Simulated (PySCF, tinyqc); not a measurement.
Inside a calculation. Method: RHF in the sto-3g basis, for BeH2, spin multiplicity 1. The lowest restricted solution is unstable here: a spin-polarised one lies 0.0003 hartree lower (PySCF). One step of it, computed by the program tinyqc.

Problem. Iteration 2: building the Fock matrix. J_ij = sum D_kl (ij|kl), K_ij = sum D_kl (ik|jl); F = H + J - 0.5 K; E = tr D H + tr D J / 2 - 0.25 tr D K + E_nn.

D after iteration 1, lower triangle:
```
            1Be 1s     1Be 2s    1Be 2px    1Be 2py    1Be 2pz      2H 1s     3H 1s
1Be 1s    2.116031
1Be 2s   -0.425197   1.484464
1Be 2px   0.014751  -0.135124   0.080556
1Be 2py  -0.122519   0.407907   0.232287   1.179484
1Be 2pz  -0.076404   0.186595  -0.061346  -0.125549   0.053033
2H 1s     0.010438   0.190294   0.030821   0.245974  -0.008956   0.061722
3H 1s    -0.124194   0.473267  -0.181244  -0.416968   0.150005  -0.038311  0.431251
```

core Hamiltonian H = T + V (hartree), lower triangle:
```
            1Be 1s     1Be 2s    1Be 2px    1Be 2py    1Be 2pz      2H 1s      3H 1s
1Be 1s   -8.428917
1Be 2s   -2.078055  -2.656770
1Be 2px   0.000000   0.000000  -2.146338
1Be 2py   0.000309   0.002593   0.000000  -2.272437
1Be 2pz   0.000000   0.000000   0.000000   0.000000  -2.146338
2H 1s    -0.163905  -0.620600   0.000000  -0.751208   0.000000  -1.720378
3H 1s    -0.176268  -0.648058   0.000000   0.778783   0.000000  -0.011775  -1.739327
```

Two-electron integrals (ij|kl) in chemists' order, unique and non-zero (hartree):
```
(11|11) 2.298831    (21|11) 0.392036    (21|21) 0.079539    (22|11) 0.570988
(22|21) 0.143041    (22|22) 0.417683    (31|31) 0.014607    (32|31) 0.021888
(32|32) 0.092265    (33|11) 0.569578    (33|21) 0.143083    (33|22) 0.417589
(33|33) 0.449859    (41|41) 0.014607    (42|41) 0.021888    (42|42) 0.092265
(43|43) 0.024249    (44|11) 0.569578    (44|21) 0.143083    (44|22) 0.417589
(44|33) 0.401360    (44|44) 0.449859    (51|51) 0.014607    (52|51) 0.021888
(52|52) 0.092265    (53|53) 0.024249    (54|54) 0.024249    (55|11) 0.569578
(55|21) 0.143083    (55|22) 0.417589    (55|33) 0.401360    (55|44) 0.401360
(55|55) 0.449859    (61|11) 0.029994    (61|21) 0.006086    (61|22) 0.011056
(61|33) 0.010986    (61|41) 0.000559    (61|42) 0.001053    (61|44) 0.011203
(61|55) 0.010986    (61|61) 0.000490    (62|11) 0.103520    (62|21) 0.026477
(62|22) 0.088644    (62|33) 0.084969    (62|41) 0.003371    (62|42) 0.023627
(62|44) 0.095900    (62|55) 0.084969    (62|61) 0.002248    (62|62) 0.033178
(63|31) 0.001971    (63|32) 0.010189    (63|43) 0.003710    (63|63) 0.002370
(64|11) 0.124144    (64|21) 0.032037    (64|22) 0.111620    (64|33) 0.105260
(64|41) 0.005277    (64|42) 0.036089    (64|44) 0.124215    (64|55) 0.105260
(64|61) 0.002794    (64|62) 0.046527    (64|64) 0.066274    (65|51) 0.001971
(65|52) 0.010189    (65|54) 0.003710    (65|65) 0.002370    (66|11) 0.278292
(66|21) 0.072183    (66|22) 0.271009    (66|33) 0.253629    (66|41) 0.008847
(66|42) 0.084493    (66|44) 0.305356    (66|55) 0.253629    (66|61) 0.006150
(66|62) 0.139257    (66|64) 0.204007    (66|66) 0.774606    (71|11) 0.032272
(71|21) 0.006547    (71|22) 0.011890    (71|33) 0.011814    (71|41) -0.000596
(71|42) -0.001124   (71|44) 0.012048    (71|55) 0.011814    (71|61) 0.000478
(71|62) 0.002035    (71|64) 0.002411    (71|66) 0.005572    (71|71) 0.000566
(72|11) 0.108592    (72|21) 0.027764    (72|22) 0.092660    (72|33) 0.088833
(72|41) -0.003543   (72|42) -0.024642   (72|44) 0.100220    (72|55) 0.088833
(72|61) 0.001983    (72|62) 0.015042    (72|64) 0.018076    (72|66) 0.045849
(72|71) 0.002533    (72|72) 0.035795    (73|31) 0.002099    (73|32) 0.010779
(73|43) -0.003894   (73|63) 0.000730    (73|73) 0.002603    (74|11) -0.129294
(74|21) -0.033362   (74|22) -0.115956   (74|33) -0.109318   (74|41) 0.005559
(74|42) 0.037677    (74|44) -0.129104   (74|55) -0.109318   (74|61) -0.002330
(74|62) -0.017927   (74|64) -0.021397   (74|66) -0.055232   (74|71) -0.003131
(74|72) -0.049968   (74|74) 0.070912    (75|51) 0.002099    (75|52) 0.010779
(75|54) -0.003894   (75|65) 0.000730    (75|75) 0.002603    (76|11) 0.001956
(76|21) 0.000483    (76|22) 0.001369    (76|33) 0.001358    (76|41) 9.92e-07
(76|42) 0.000006    (76|44) 0.001390    (76|55) 0.001358    (76|61) 0.000037
(76|62) 0.000296    (76|64) 0.000375    (76|66) 0.000913    (76|71) 0.000040
(76|72) 0.000306    (76|74) -0.000384   (76|76) 4.51e-06    (77|11) 0.283021
(77|21) 0.073404    (77|22) 0.274966    (77|33) 0.257098    (77|41) -0.009139
(77|42) -0.086474   (77|44) 0.310299    (77|55) 0.257098    (77|61) 0.005260
(77|62) 0.044389    (77|64) 0.053879    (77|66) 0.140440    (77|71) 0.006732
(77|72) 0.145091    (77|74) -0.211800   (77|76) 0.000913    (77|77) 0.774606
```

nuclear repulsion = 2.38763888 hartree

Give: Coulomb J; exchange K; Fock matrix F; total energy of this density.

Solution.

Coulomb J (hartree), lower triangle:
```
          1Be 1s   1Be 2s  1Be 2px  1Be 2py  1Be 2pz   2H 1s   3H 1s
1Be 1s    6.5693
1Be 2s    1.2767   2.6605
1Be 2px  -0.0061  -0.0276   2.6175
1Be 2py   0.0069   0.0101   0.0129   2.7376
1Be 2pz   0.0065   0.0341  -0.0030  -0.0073   2.6161
2H 1s     0.0987   0.5630  -0.0011   0.7104   0.0027  1.7405
3H 1s     0.1055   0.6095  -0.0056  -0.7726   0.0054  0.0089  1.9751
```

exchange K (hartree), lower triangle:
```
          1Be 1s   1Be 2s  1Be 2px  1Be 2py  1Be 2pz    2H 1s   3H 1s
1Be 1s    4.6704
1Be 2s    0.8109   0.9515
1Be 2px  -0.0158  -0.0816   0.2353
1Be 2py  -0.0013   0.1082   0.1227   0.9363
1Be 2pz  -0.0119   0.0966  -0.0261  -0.0714   0.2236
2H 1s     0.0818   0.3213   0.0202   0.3643   0.0011   0.3653
3H 1s     0.0767   0.3814  -0.0866  -0.4514   0.0707  -0.0149  0.7424
```

Fock matrix F (hartree), lower triangle:
```
          1Be 1s   1Be 2s  1Be 2px  1Be 2py  1Be 2pz    2H 1s    3H 1s
1Be 1s   -4.1948
1Be 2s   -1.2069  -0.4720
1Be 2px   0.0018   0.0132   0.3535
1Be 2py   0.0079  -0.0414  -0.0485  -0.0030
1Be 2pz   0.0125  -0.0142   0.0101   0.0284   0.3580
2H 1s    -0.1061  -0.2183  -0.0112  -0.2230   0.0022  -0.1626
3H 1s    -0.1091  -0.2293   0.0377   0.2318  -0.0299   0.0046  -0.1354
```

total energy of this density = -15.070181 hartree
